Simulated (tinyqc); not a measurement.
Inside a calculation (part 1 of 2). Method: RHF in the sto-6g basis, for BeH2, spin multiplicity 1. Computed by tinyqc, a small Python program that keeps every step (integrals from PySCF). Settings: charge = 0, multiplicity = 1, basis = sto-6g, energy threshold = 1e-08, iteration cap = 71, orthogonalisation = canonical, start = core, DIIS depth = 8, method = RHF. Command: `OMP_NUM_THREADS=1 python tinyqc.py 26791 26792 out.jsonl` (the two numbers bound the seeds that draw the settings). One thread of a shared host (Intel(R) Xeon(R) Processor @ 2.60GHz), about 0.1 s of CPU time with the checks. Later iterations appear only in the table of the cycle.

## One-electron integrals

Geometry (angstrom):
```
atom         x          y         z
Be    0.000000   0.000000  0.000000
H     0.000000   1.339000  0.077000
H     0.000000  -1.339000  0.077000
```

Basis sto-6g: exponents (1/bohr^2) and contraction coefficients of normalised primitives:
```
element  l (shell)    exponent  coefficient
Be           s (1)  312.870494     0.009164
Be           s (1)   57.364463     0.049361
Be           s (1)   16.048509     0.168538
Be           s (1)    5.513096     0.370563
Be           s (1)    2.140897     0.416492
Be           s (1)    0.881739     0.130334
Be           s (2)   13.633247    -0.013253
Be           s (2)    2.698375    -0.046992
Be           s (2)    0.838653    -0.033785
Be           s (2)    0.322660     0.250242
Be           s (2)    0.140131     0.595117
Be           s (2)    0.064233     0.240706
Be           p (3)   13.633247     0.003760
Be           p (3)    2.698375     0.037679
Be           p (3)    0.838653     0.173897
Be           p (3)    0.322660     0.418036
Be           p (3)    0.140131     0.425860
Be           p (3)    0.064233     0.101708
H            s (1)   35.523221     0.009164
H            s (1)    6.513144     0.049361
H            s (1)    1.822143     0.168538
H            s (1)    0.625955     0.370563
H            s (1)    0.243077     0.416492
H            s (1)    0.100112     0.130334
```

Overlap, kinetic and nuclear-attraction integrals over the contracted functions; the nuclear repulsion is the sum of Za Zb / Rab.

nuclear repulsion = 3.35401335 hartree

overlap S, order 1Be 1s, 1Be 2s, 1Be 2px, 1Be 2py, 1Be 2pz, 2H 1s, 3H 1s:
```
[[1.000000, 0.254764, 0.000000, 0.000000, 0.000000, 0.071887, 0.071887],
 [0.254764, 1.000000, 0.000000, 0.000000, 0.000000, 0.460199, 0.460199],
 [0.000000, 0.000000, 1.000000, 0.000000, 0.000000, 0.000000, 0.000000],
 [0.000000, 0.000000, 0.000000, 1.000000, 0.000000, 0.523911, -0.523911],
 [0.000000, 0.000000, 0.000000, 0.000000, 1.000000, 0.030128, 0.030128],
 [0.071887, 0.460199, 0.000000, 0.523911, 0.030128, 1.000000, 0.038412],
 [0.071887, 0.460199, 0.000000, -0.523911, 0.030128, 0.038412, 1.000000]]
```

kinetic energy T (hartree), order 1Be 1s, 1Be 2s, 1Be 2px, 1Be 2py, 1Be 2pz, 2H 1s, 3H 1s:
```
[[6.768753, -0.207382, 0.000000, 0.000000, 0.000000, -0.013954, -0.013954],
 [-0.207382, 0.220121, 0.000000, 0.000000, 0.000000, 0.068816, 0.068816],
 [0.000000, 0.000000, 0.661265, 0.000000, 0.000000, 0.000000, 0.000000],
 [0.000000, 0.000000, 0.000000, 0.661265, 0.000000, 0.192282, -0.192282],
 [0.000000, 0.000000, 0.000000, 0.000000, 0.661265, 0.011057, 0.011057],
 [-0.013954, 0.068816, 0.000000, 0.192282, 0.011057, 0.768522, -0.008432],
 [-0.013954, 0.068816, 0.000000, -0.192282, 0.011057, -0.008432, 0.768522]]
```

nuclear attraction V (hartree), order 1Be 1s, 1Be 2s, 1Be 2px, 1Be 2py, 1Be 2pz, 2H 1s, 3H 1s:
```
[[-15.503894, -1.851752, 0.000000, 0.000000, -0.002171, -0.573413, -0.573413],
 [-1.851752, -3.037874, 0.000000, 0.000000, -0.017000, -1.360823, -1.360823],
 [0.000000, 0.000000, -2.960578, 0.000000, 0.000000, 0.000000, 0.000000],
 [0.000000, 0.000000, 0.000000, -3.191398, 0.000000, -1.520885, 1.520885],
 [-0.002171, -0.017000, 0.000000, 0.000000, -2.961342, -0.089480, -0.089480],
 [-0.573413, -1.360823, 0.000000, -1.520885, -0.089480, -3.003176, -0.128543],
 [-0.573413, -1.360823, 0.000000, 1.520885, -0.089480, -0.128543, -3.003176]]
```

core Hamiltonian H = T + V (hartree), order 1Be 1s, 1Be 2s, 1Be 2px, 1Be 2py, 1Be 2pz, 2H 1s, 3H 1s:
```
[[-8.735141, -2.059135, 0.000000, 0.000000, -0.002171, -0.587367, -0.587367],
 [-2.059135, -2.817753, 0.000000, 0.000000, -0.017000, -1.292008, -1.292008],
 [0.000000, 0.000000, -2.299313, 0.000000, 0.000000, 0.000000, 0.000000],
 [0.000000, 0.000000, 0.000000, -2.530133, 0.000000, -1.328603, 1.328603],
 [-0.002171, -0.017000, 0.000000, 0.000000, -2.300076, -0.078422, -0.078422],
 [-0.587367, -1.292008, 0.000000, -1.328603, -0.078422, -2.234654, -0.136975],
 [-0.587367, -1.292008, 0.000000, 1.328603, -0.078422, -0.136975, -2.234654]]
```

## Two-electron integrals

Functions are numbered as in S; the eight-fold symmetry (ij|kl) = (ji|kl) = (kl|ij) leaves the list below.

Two-electron integrals (ij|kl) in chemists' order, unique and non-zero (hartree):
```
(11|11) 2.299996    (21|11) 0.361879    (21|21) 0.071926    (22|11) 0.570332
(22|21) 0.139654    (22|22) 0.417773    (31|31) 0.015252    (32|31) 0.022555
(32|32) 0.092340    (33|11) 0.570332    (33|21) 0.139654    (33|22) 0.417773
(33|33) 0.450117    (41|41) 0.015252    (42|41) 0.022555    (42|42) 0.092340
(43|43) 0.024258    (44|11) 0.570332    (44|21) 0.139654    (44|22) 0.417773
(44|33) 0.401601    (44|44) 0.450117    (51|51) 0.015252    (52|51) 0.022555
(52|52) 0.092340    (53|53) 0.024258    (54|54) 0.024258    (55|11) 0.570332
(55|21) 0.139654    (55|22) 0.417773    (55|33) 0.401601    (55|44) 0.401601
(55|55) 0.450117    (61|11) 0.105548    (61|21) 0.020339    (61|22) 0.039216
(61|33) 0.038894    (61|41) 0.002003    (61|42) 0.003842    (61|44) 0.039856
(61|51) 0.000115    (61|52) 0.000221    (61|54) 0.000055    (61|55) 0.038897
(61|61) 0.006082    (62|11) 0.226053    (62|21) 0.056068    (62|22) 0.179464
(62|33) 0.173026    (62|41) 0.007834    (62|42) 0.044020    (62|44) 0.192278
(62|51) 0.000451    (62|52) 0.002531    (62|54) 0.001107    (62|55) 0.173089
(62|61) 0.017430    (62|62) 0.109993    (63|31) 0.005746    (63|32) 0.025288
(63|43) 0.007887    (63|53) 0.000454    (63|63) 0.010852    (64|11) 0.233773
(64|21) 0.058782    (64|22) 0.196852    (64|33) 0.185324    (64|41) 0.012782
(64|42) 0.068910    (64|44) 0.219847    (64|51) 0.000405    (64|52) 0.002509
(64|54) 0.001532    (64|55) 0.185386    (64|61) 0.019273    (64|62) 0.137895
(64|64) 0.179698    (65|11) 0.013443    (65|21) 0.003380    (65|22) 0.011320
(65|33) 0.010657    (65|41) 0.000405    (65|42) 0.002509    (65|44) 0.011735
(65|51) 0.005769    (65|52) 0.025432    (65|54) 0.007949    (65|55) 0.011568
(65|61) 0.001108    (65|62) 0.007930    (65|64) 0.009710    (65|65) 0.011411
(66|11) 0.390915    (66|21) 0.099002    (66|22) 0.351488    (66|33) 0.326103
(66|41) 0.017211    (66|42) 0.120743    (66|44) 0.402008    (66|51) 0.000990
(66|52) 0.006943    (66|54) 0.004365    (66|55) 0.326354    (66|61) 0.032027
(66|62) 0.267653    (66|64) 0.357667    (66|65) 0.020568    (66|66) 0.774999
(71|11) 0.105548    (71|21) 0.020339    (71|22) 0.039216    (71|33) 0.038894
(71|41) -0.002003   (71|42) -0.003842   (71|44) 0.039856    (71|51) 0.000115
(71|52) 0.000221    (71|54) -0.000055   (71|55) 0.038897    (71|61) 0.005513
(71|62) 0.014488    (71|64) 0.014517    (71|65) 0.000925    (71|66) 0.025087
(71|71) 0.006082    (72|11) 0.226053    (72|21) 0.056068    (72|22) 0.179464
(72|33) 0.173026    (72|41) -0.007834   (72|42) -0.044020   (72|44) 0.192278
(72|51) 0.000451    (72|52) 0.002531    (72|54) -0.001107   (72|55) 0.173089
(72|61) 0.014488    (72|62) 0.060240    (72|64) 0.059434    (72|65) 0.004270
(72|66) 0.109144    (72|71) 0.017430    (72|72) 0.109993    (73|31) 0.005746
(73|32) 0.025288    (73|43) -0.007887   (73|53) 0.000454    (73|63) 0.004854
(73|73) 0.010852    (74|11) -0.233773   (74|21) -0.058782   (74|22) -0.196852
(74|33) -0.185324   (74|41) 0.012782    (74|42) 0.068910    (74|44) -0.219847
(74|51) -0.000405   (74|52) -0.002509   (74|54) 0.001532    (74|55) -0.185386
(74|61) -0.014517   (74|62) -0.059434   (74|64) -0.055562   (74|65) -0.004144
(74|66) -0.105027   (74|71) -0.019273   (74|72) -0.137895   (74|74) 0.179698
(75|11) 0.013443    (75|21) 0.003380    (75|22) 0.011320    (75|33) 0.010657
(75|41) -0.000405   (75|42) -0.002509   (75|44) 0.011735    (75|51) 0.005769
(75|52) 0.025432    (75|54) -0.007949   (75|55) 0.011568    (75|61) 0.000925
(75|62) 0.004270    (75|64) 0.004144    (75|65) 0.005150    (75|66) 0.007937
(75|71) 0.001108    (75|72) 0.007930    (75|74) -0.009710   (75|75) 0.011411
(76|11) 0.023138    (76|21) 0.005578    (76|22) 0.016368    (76|33) 0.016057
(76|44) 0.016976    (76|51) 0.000084    (76|52) 0.000391    (76|55) 0.016072
(76|61) 0.001578    (76|62) 0.007326    (76|64) 0.008229    (76|65) 0.000572
(76|66) 0.015066    (76|71) 0.001578    (76|72) 0.007326    (76|74) -0.008229
(76|75) 0.000572    (76|76) 0.000657    (77|11) 0.390915    (77|21) 0.099002
(77|22) 0.351488    (77|33) 0.326103    (77|41) -0.017211   (77|42) -0.120743
(77|44) 0.402008    (77|51) 0.000990    (77|52) 0.006943    (77|54) -0.004365
(77|55) 0.326354    (77|61) 0.025087    (77|62) 0.109144    (77|64) 0.105027
(77|65) 0.007937    (77|66) 0.197545    (77|71) 0.032027    (77|72) 0.267653
(77|74) -0.357667   (77|75) 0.020568    (77|76) 0.015066    (77|77) 0.774999
```

## Orthogonalisation

S = U s U^T; canonical form X = U s^(-1/2), so that X^T S X = 1. Each column of U has its largest component positive (the first on a tie).

eigenvalues of S: [0.239623, 0.346179, 0.933177, 1.000000, 1.003570, 1.721965, 1.755486]

X, order 1Be 1s, 1Be 2s, 1Be 2px, 1Be 2py, 1Be 2pz, 2H 1s, 3H 1s:
```
[[0.000000, -0.307433, 0.938968, 0.000000, -0.208562, 0.000000, 0.239722],
 [0.000000, 1.236779, -0.103865, 0.000000, -0.035424, 0.000000, 0.511421],
 [0.000000, 0.000000, 0.000000, 1.000000, 0.000000, 0.000000, 0.000000],
 [1.425673, 0.000000, 0.000000, 0.000000, 0.000000, 0.545793, 0.000000],
 [0.000000, 0.073126, 0.227562, 0.000000, 0.972140, 0.000000, 0.028189],
 [-1.034573, -0.793471, -0.252364, 0.000000, 0.057592, 0.376060, 0.353433],
 [1.034573, -0.793471, -0.252364, 0.000000, 0.057592, -0.376060, 0.353433]]
```

## Starting guess

The start is the orbitals of the core Hamiltonian; D = 2 C_occ C_occ^T.

D at the start, order 1Be 1s, 1Be 2s, 1Be 2px, 1Be 2py, 1Be 2pz, 2H 1s, 3H 1s:
```
[[2.127933, -0.465172, 0.000000, 0.000000, -0.032988, -0.043310, -0.043310],
 [-0.465172, 1.578230, 0.000000, 0.000000, 0.130693, 0.244666, 0.244666],
 [0.000000, 0.000000, 0.000000, 0.000000, 0.000000, 0.000000, 0.000000],
 [0.000000, 0.000000, 0.000000, 1.962776, 0.000000, 0.017617, -0.017617],
 [-0.032988, 0.130693, 0.000000, 0.000000, 0.010838, 0.020341, 0.020341],
 [-0.043310, 0.244666, 0.000000, 0.017617, 0.020341, 0.038504, 0.038188],
 [-0.043310, 0.244666, 0.000000, -0.017617, 0.020341, 0.038188, 0.038504]]
```

## Iteration 1: building the Fock matrix

J_ij = sum D_kl (ij|kl), K_ij = sum D_kl (ik|jl); F = H + J - 0.5 K; E = tr D H + tr D J / 2 - 0.25 tr D K + E_nn.

Coulomb J (hartree), order 1Be 1s, 1Be 2s, 1Be 2px, 1Be 2py, 1Be 2pz, 2H 1s, 3H 1s:
```
[[6.835680, 1.262983, 0.000000, 0.000000, 0.005891, 0.364473, 0.364473],
 [1.262983, 2.779520, 0.000000, 0.000000, 0.027898, 1.195060, 1.195060],
 [0.000000, 0.000000, 2.738512, 0.000000, 0.000000, 0.000000, 0.000000],
 [0.000000, 0.000000, 0.000000, 2.860849, 0.000000, 1.308522, -1.308522],
 [0.005891, 0.027898, 0.000000, 0.000000, 2.739199, 0.080850, 0.080850],
 [0.364473, 1.195060, 0.000000, 1.308522, 0.080850, 2.324294, 0.112204],
 [0.364473, 1.195060, 0.000000, -1.308522, 0.080850, 0.112204, 2.324294]]
```

exchange K (hartree), order 1Be 1s, 1Be 2s, 1Be 2px, 1Be 2py, 1Be 2pz, 2H 1s, 3H 1s:
```
[[4.703842, 0.764385, 0.000000, 0.000000, 0.004459, 0.241400, 0.241400],
 [0.764385, 1.047015, 0.000000, 0.000000, 0.076904, 0.564100, 0.564100],
 [0.000000, 0.000000, 0.230632, 0.000000, 0.000000, 0.000000, 0.000000],
 [0.000000, 0.000000, 0.000000, 1.131383, 0.000000, 0.569033, -0.569033],
 [0.004459, 0.076904, 0.000000, 0.000000, 0.236359, 0.044792, 0.044792],
 [0.241400, 0.564100, 0.000000, 0.569033, 0.044792, 0.700985, 0.045729],
 [0.241400, 0.564100, 0.000000, -0.569033, 0.044792, 0.045729, 0.700985]]
```

Fock matrix F (hartree), order 1Be 1s, 1Be 2s, 1Be 2px, 1Be 2py, 1Be 2pz, 2H 1s, 3H 1s:
```
[[-4.251383, -1.178344, 0.000000, 0.000000, 0.001490, -0.343594, -0.343594],
 [-1.178344, -0.561741, 0.000000, 0.000000, -0.027554, -0.378998, -0.378998],
 [0.000000, 0.000000, 0.323884, 0.000000, 0.000000, 0.000000, 0.000000],
 [0.000000, 0.000000, 0.000000, -0.234975, 0.000000, -0.304597, 0.304597],
 [0.001490, -0.027554, 0.000000, 0.000000, 0.320943, -0.019968, -0.019968],
 [-0.343594, -0.378998, 0.000000, -0.304597, -0.019968, -0.260852, -0.047636],
 [-0.343594, -0.378998, 0.000000, 0.304597, -0.019968, -0.047636, -0.260852]]
```

total energy of this density = -15.25593310 hartree

## Iteration 1: diagonalisation and new density

Diagonalise F' = X^T F X, C = X C', fill 3 alpha and 3 beta electrons from the bottom; D = 2 C_occ C_occ^T. Each column has its largest component positive (the first on a tie).

F' = X^T F X (hartree):
```
[[0.863053, 0.000000, 0.000000, 0.000000, 0.000000, 0.000447, 0.000000],
 [0.000000, 0.400310, 0.408353, 0.000000, -0.085596, 0.000000, 0.147127],
 [0.000000, 0.408353, -3.254710, 0.000000, 0.862124, 0.000000, -1.473289],
 [0.000000, 0.000000, 0.000000, 0.323884, 0.000000, 0.000000, 0.000000],
 [0.000000, -0.085596, 0.862124, 0.000000, 0.114643, 0.000000, 0.355873],
 [0.000447, 0.000000, 0.000000, 0.000000, 0.000000, -0.380379, 0.000000],
 [0.000000, 0.147127, -1.473289, 0.000000, 0.355873, 0.000000, -1.149014]]
```

orbital energies (hartree): [-4.253813, -0.402418, -0.380379, 0.321190, 0.323884, 0.446269, 0.863053]

coefficients C, order 1Be 1s, 1Be 2s, 1Be 2px, 1Be 2py, 1Be 2pz, 2H 1s, 3H 1s:
```
[[0.993144, -0.223394, 0.000000, 0.036569, 0.000000, -0.198907, 0.000000],
 [0.026267, 0.576457, 0.000000, -0.177739, 0.000000, 1.199430, 0.000000],
 [0.000000, 0.000000, 0.000000, 0.000000, 1.000000, 0.000000, 0.000000],
 [0.000000, 0.000000, 0.545281, 0.000000, 0.000000, 0.000000, 1.425869],
 [-0.000120, 0.030680, 0.000000, 0.986404, 0.000000, 0.170434, 0.000000],
 [-0.000952, 0.380909, 0.376431, 0.079411, 0.000000, -0.818607, -1.034438],
 [-0.000952, 0.380909, -0.376431, 0.079411, 0.000000, -0.818607, 1.034438]]
```

D after iteration 1, order 1Be 1s, 1Be 2s, 1Be 2px, 1Be 2py, 1Be 2pz, 2H 1s, 3H 1s:
```
[[2.072479, -0.205381, 0.000000, 0.000000, -0.013946, -0.172077, -0.172077],
 [-0.205381, 0.665986, 0.000000, 0.000000, 0.035365, 0.439105, 0.439105],
 [0.000000, 0.000000, 0.000000, 0.000000, 0.000000, 0.000000, 0.000000],
 [0.000000, 0.000000, 0.000000, 0.594663, 0.000000, 0.410522, -0.410522],
 [-0.013946, 0.035365, 0.000000, 0.000000, 0.001882, 0.023372, 0.023372],
 [-0.172077, 0.439105, 0.000000, 0.410522, 0.023372, 0.573585, 0.006784],
 [-0.172077, 0.439105, 0.000000, -0.410522, 0.023372, 0.006784, 0.573585]]
```

## Iteration 2: building the Fock matrix

As before.

Coulomb J (hartree), order 1Be 1s, 1Be 2s, 1Be 2px, 1Be 2py, 1Be 2pz, 2H 1s, 3H 1s:
```
[[6.496395, 1.191729, 0.000000, 0.000000, 0.004222, 0.344953, 0.344953],
 [1.191729, 2.668055, 0.000000, 0.000000, 0.024664, 1.197140, 1.197140],
 [0.000000, 0.000000, 2.599203, 0.000000, 0.000000, 0.000000, 0.000000],
 [0.000000, 0.000000, 0.000000, 2.805086, 0.000000, 1.343674, -1.343674],
 [0.004222, 0.024664, 0.000000, 0.000000, 2.599879, 0.081169, 0.081169],
 [0.344953, 1.197140, 0.000000, 1.343674, 0.081169, 2.494236, 0.109353],
 [0.344953, 1.197140, 0.000000, -1.343674, 0.081169, 0.109353, 2.494236]]
```

exchange K (hartree), order 1Be 1s, 1Be 2s, 1Be 2px, 1Be 2py, 1Be 2pz, 2H 1s, 3H 1s:
```
[[4.648472, 0.753233, 0.000000, 0.000000, -0.000184, 0.228279, 0.228279],
 [0.753233, 0.901159, 0.000000, 0.000000, 0.048027, 0.637108, 0.637108],
 [0.000000, 0.000000, 0.164281, 0.000000, 0.000000, 0.000000, 0.000000],
 [0.000000, 0.000000, 0.000000, 1.030332, 0.000000, 0.700283, -0.700283],
 [-0.000184, 0.048027, 0.000000, 0.000000, 0.167106, 0.041810, 0.041810],
 [0.228279, 0.637108, 0.000000, 0.700283, 0.041810, 1.149036, 0.045498],
 [0.228279, 0.637108, 0.000000, -0.700283, 0.041810, 0.045498, 1.149036]]
```

Fock matrix F (hartree), order 1Be 1s, 1Be 2s, 1Be 2px, 1Be 2py, 1Be 2pz, 2H 1s, 3H 1s:
```
[[-4.562982, -1.244023, 0.000000, 0.000000, 0.002143, -0.356554, -0.356554],
 [-1.244023, -0.600278, 0.000000, 0.000000, -0.016350, -0.413421, -0.413421],
 [0.000000, 0.000000, 0.217749, 0.000000, 0.000000, 0.000000, 0.000000],
 [0.000000, 0.000000, 0.000000, -0.240213, 0.000000, -0.335070, 0.335070],
 [0.002143, -0.016350, 0.000000, 0.000000, 0.216250, -0.018158, -0.018158],
 [-0.356554, -0.413421, 0.000000, -0.335070, -0.018158, -0.314936, -0.050371],
 [-0.356554, -0.413421, 0.000000, 0.335070, -0.018158, -0.050371, -0.314936]]
```

total energy of this density = -15.71966014 hartree

## Iteration 2: DIIS over 2 matrices

error matrix X^T (FDS - SDF) X:
```
[[0.000000, 0.000000, 0.000000, 0.000000, 0.000000, 0.075163, 0.000000],
 [0.000000, 0.000000, -0.007257, 0.000000, 0.000720, 0.000000, 0.038139],
 [0.000000, 0.007257, 0.000000, 0.000000, 0.006659, 0.000000, 0.006914],
 [0.000000, 0.000000, 0.000000, 0.000000, 0.000000, 0.000000, 0.000000],
 [0.000000, -0.000720, -0.006659, 0.000000, 0.000000, 0.000000, 0.010850],
 [-0.075163, 0.000000, 0.000000, 0.000000, 0.000000, 0.000000, 0.000000],
 [0.000000, -0.038139, -0.006914, 0.000000, -0.010850, 0.000000, 0.000000]]
```

B (overlaps of the stored error matrices):
```
[[1.7024828e+00, 1.4941257e-01],
 [1.4941257e-01, 1.4734079e-02]]
```

Minimise |sum c_i e_i|^2 with sum c_i = 1: solve [B -1; -1 0][c; lambda] = [0; -1] with B_ij = tr e_i^T e_j, and take F = sum c_i F_i.

DIIS coefficients: [-0.094952, 1.094952]

extrapolated F (hartree), order 1Be 1s, 1Be 2s, 1Be 2px, 1Be 2py, 1Be 2pz, 2H 1s, 3H 1s:
```
[[-4.592569, -1.250259, 0.000000, 0.000000, 0.002205, -0.357784, -0.357784],
 [-1.250259, -0.603937, 0.000000, 0.000000, -0.015286, -0.416690, -0.416690],
 [0.000000, 0.000000, 0.207672, 0.000000, 0.000000, 0.000000, 0.000000],
 [0.000000, 0.000000, 0.000000, -0.240711, 0.000000, -0.337964, 0.337964],
 [0.002205, -0.015286, 0.000000, 0.000000, 0.206309, -0.017986, -0.017986],
 [-0.357784, -0.416690, 0.000000, -0.337964, -0.017986, -0.320071, -0.050631],
 [-0.357784, -0.416690, 0.000000, 0.337964, -0.017986, -0.050631, -0.320071]]
```

## Iteration 2: diagonalisation and new density

As before.

F' = X^T F X (hartree):
```
[[0.927896, 0.000000, 0.000000, 0.000000, 0.000000, 0.041636, 0.000000],
 [0.000000, 0.415092, 0.438458, 0.000000, -0.090550, 0.000000, 0.177253],
 [0.000000, 0.438458, -3.547041, 0.000000, 0.901177, 0.000000, -1.563691],
 [0.000000, 0.000000, 0.000000, 0.207672, 0.000000, 0.000000, 0.000000],
 [0.000000, -0.090550, 0.901177, 0.000000, -0.009764, 0.000000, 0.384344],
 [0.041636, 0.000000, 0.000000, 0.000000, 0.000000, -0.425383, 0.000000],
 [0.000000, 0.177253, -1.563691, 0.000000, 0.384344, 0.000000, -1.244543]]
```

orbital energies (hartree): [-4.594194, -0.461278, -0.426663, 0.205903, 0.207672, 0.463313, 0.929176]

coefficients C, order 1Be 1s, 1Be 2s, 1Be 2px, 1Be 2py, 1Be 2pz, 2H 1s, 3H 1s:
```
[[0.994590, -0.213557, 0.000000, 0.025607, 0.000000, -0.204130, 0.000000],
 [0.021728, 0.550194, 0.000000, -0.119711, 0.000000, 1.218893, 0.000000],
 [0.000000, 0.000000, 0.000000, 0.000000, 1.000000, 0.000000, 0.000000],
 [0.000000, 0.000000, 0.501735, 0.000000, 0.000000, 0.000000, 1.441768],
 [-0.000280, 0.018191, 0.000000, 0.993147, 0.000000, 0.127716, 0.000000],
 [-0.002155, 0.399041, 0.407667, 0.047323, 0.000000, -0.812427, -1.022531],
 [-0.002155, 0.399041, -0.407667, 0.047323, 0.000000, -0.812427, 1.022531]]
```

D after iteration 2, order 1Be 1s, 1Be 2s, 1Be 2px, 1Be 2py, 1Be 2pz, 2H 1s, 3H 1s:
```
[[2.069631, -0.191773, 0.000000, 0.000000, -0.008326, -0.174722, -0.174722],
 [-0.191773, 0.606371, 0.000000, 0.000000, 0.020005, 0.439006, 0.439006],
 [0.000000, 0.000000, 0.000000, 0.000000, 0.000000, 0.000000, 0.000000],
 [0.000000, 0.000000, 0.000000, 0.503475, 0.000000, 0.409082, -0.409082],
 [-0.008326, 0.020005, 0.000000, 0.000000, 0.000662, 0.014519, 0.014519],
 [-0.174722, 0.439006, 0.000000, 0.409082, 0.014519, 0.650862, -0.013908],
 [-0.174722, 0.439006, 0.000000, -0.409082, 0.014519, -0.013908, 0.650862]]
```
